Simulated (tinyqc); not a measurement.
Inside a calculation. Method: Hueckel theory of the pi electrons, for the molecule BC(C=CN=C)=CC=C (SMILES; centres numbered as the heavy atoms are written). Computed by tinyqc, a small Python program that keeps every step. Settings: charge = 0. Command: `OMP_NUM_THREADS=1 python tinyqc.py 27494 27495 out.jsonl` (the two numbers bound the seeds that draw the settings). One thread of a shared host (Intel(R) Xeon(R) Processor @ 2.60GHz), about 0.02 s of CPU time with the checks.

## The Hueckel matrix

Centres:
```
centre  z_r, pi electrons of the neutral centre         h
1B                                            0  -1.13000
2C                                            1   0.00000
3C                                            1   0.00000
4C                                            1   0.00000
5N                                            1   0.46000
6C                                            1   0.00000
7C                                            1   0.00000
8C                                            1   0.00000
9C                                            1   0.00000
```

Bonds:
```
i  j        k
1  2  0.75000
2  3        1
3  4        1
4  5        1
5  6        1
2  7        1
7  8        1
8  9        1
```

H_rr = alpha + h_r beta, H_rs = k_rs beta for bonded centres.

Hueckel matrix in units of beta (H = alpha + beta A), lower triangle:
```
          1B       2C       3C       4C       5N       6C       7C       8C
1B  -1.13000
2C   0.75000  0.00000
3C   0.00000  1.00000  0.00000
4C   0.00000  0.00000  1.00000  0.00000
5N   0.00000  0.00000  0.00000  1.00000  0.46000
6C   0.00000  0.00000  0.00000  0.00000  1.00000  0.00000
7C   0.00000  1.00000  0.00000  0.00000  0.00000  0.00000  0.00000
8C   0.00000  0.00000  0.00000  0.00000  0.00000  0.00000  1.00000  0.00000
9C   0.00000  0.00000  0.00000  0.00000  0.00000  0.00000  0.00000  1.00000

         9C
9C  0.00000
```

## Orbitals

pi electrons, sum of z_r less the charge = 8

Diagonalise; E = alpha + x beta with beta < 0, so the largest x are filled first; degenerate levels share their electrons. P = sum n_i c_ri c_si; each orbital has its largest coefficient positive (the first on a tie).

x values: 1.97905  1.65543  1.10460  0.39548  -0.28011  -0.73321  -1.29634  -1.45069  -2.04421

occupations: 2.00000  2.00000  2.00000  2.00000  0.00000  0.00000  0.00000  0.00000  0.00000

coefficients:
```
        MO1       MO2       MO3       MO4       MO5       MO6       MO7       MO8
1B  0.10344  -0.08535  -0.12874  -0.15224   0.24437  -0.47549   0.66195   0.10073
2C  0.42880  -0.31699  -0.38359  -0.30965   0.27692  -0.25156  -0.14681  -0.04307
3C  0.44132  -0.01065  -0.42518   0.34999   0.21327   0.43258  -0.06491  -0.32686
4C  0.44460   0.29936  -0.08606   0.44806  -0.33666  -0.06561   0.23097   0.51724
5N  0.43857   0.50622   0.33011  -0.17279  -0.11897  -0.38448  -0.23450  -0.42350
6C  0.22160   0.30579   0.29885  -0.43691   0.42471   0.52437   0.18089   0.29193
7C  0.32972  -0.45009   0.09802  -0.35827  -0.47412   0.10848  -0.24122   0.31380
8C  0.22372  -0.42811   0.49186   0.16796  -0.14411   0.17202   0.45952  -0.41215
9C  0.11305  -0.25861   0.44529   0.42470   0.51448  -0.23461  -0.35448   0.28411

         MO9
1B  -0.45622
2C   0.55610
3C  -0.39773
4C   0.25694
5N  -0.12751
6C   0.06238
7C  -0.39689
8C   0.25523
9C  -0.12486
```

charge and bond-order matrix P, lower triangle:
```
          1B        2C        3C        4C        5N        6C       7C       8C
1B   0.11547
2C   0.33587   1.05475
3C   0.09603   0.49467   0.99630
4C  -0.07339  -0.01996   0.77287   0.99091
5N  -0.02807  -0.09106  -0.02535   0.48139   1.17486
6C   0.04972   0.03749  -0.37088  -0.06284   0.85227   0.84565
7C   0.22889   0.71479  -0.03353  -0.31422   0.02204   0.24252  0.89853
8C  -0.05842  -0.01808  -0.09410   0.00847   0.02950  -0.01545  0.50898  1.00693
9C  -0.17643  -0.34372   0.02392   0.24963  -0.01545  -0.21302  0.09032  0.85271

         9C
9C  0.91661
```

## Energy, charges, bond orders

E = sum n x; q_r = z_r - P_rr; bond order p = P_rs; free valence = sqrt(3) - sum of p over the bonds of the atom.

pi energy = 8 alpha + this times beta = 10.26913

pi charges: 1B -0.11547, 2C -0.05475, 3C 0.00370, 4C 0.00909, 5N -0.17486, 6C 0.15435, 7C 0.10147, 8C -0.00693, 9C 0.08339

Bond orders and lengths from R = 1.517 - 0.180 p (angstrom, C-C alone):
```
bond        p        R
1-2   0.33587        -
2-3   0.49467  1.42796
3-4   0.77287  1.37788
4-5   0.48139        -
5-6   0.85227        -
2-7   0.71479  1.38834
7-8   0.50898  1.42538
8-9   0.85271  1.36351
```

free valence of the carbons: 2C 0.18672, 3C 0.46452, 4C 0.47779, 6C 0.87978, 7C 0.50828, 8C 0.37036, 9C 0.87934

gap between the highest filled and the next level = 0.67559 |beta|
